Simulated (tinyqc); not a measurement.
CMOS latch-up, two-transistor model: one step of the calculation.

A parasitic pnp (emitter at Vdd, base shunted by Rw) and npn (emitter at ground, base shunted by Rs) feed each other: the npn collector current flows out of the pnp base node, the pnp collector current into the npn base node. Forward-active transistors with constant gains: Icn = Isn exp(Vn/Vt), Icp = Isp (exp(Vp/Vt) - 1). A current Ii is injected into the npn base node.

Task. Holding current and voltage. On state with both base-emitter voltages at Von: npn base current Ib = (Von/Rs + bp Von/Rw)/(bn bp - 1), holding current Ih = (bn + 1) Ib + Von/Rs, holding voltage Vh = Vsat + Von + R2 (Ib + Von/Rs).

Values chosen for this exercise; values close to those of bulk CMOS: current gain of the npn bn = 16.2; current gain of the pnp bp = 5.3; substrate resistance shunting the npn Rs = 94 ohm; well resistance shunting the pnp Rw = 810 ohm; resistance from the pnp collector to the npn base R2 = 340 ohm; base-emitter voltage in the on state Von = 0.72 V; saturation voltage Vsat = 0.19 V; supply voltage Vdd = 2.5 V.

Give: bn bp; Ib; Ih; Vh.

Result.

bn bp = 85.86
Ib = 0.1458 mA
Ih = 10.17 mA
Vh = 3.564 V

Vh is above Vdd = 2.5 V, so the supply cannot sustain a latched state.

Program tinyqc, `OMP_NUM_THREADS=1 python tinyqc.py 2670053 2670054 out.jsonl`; Intel Xeon 2.30GHz, shared host, one thread, about 0.05 s.
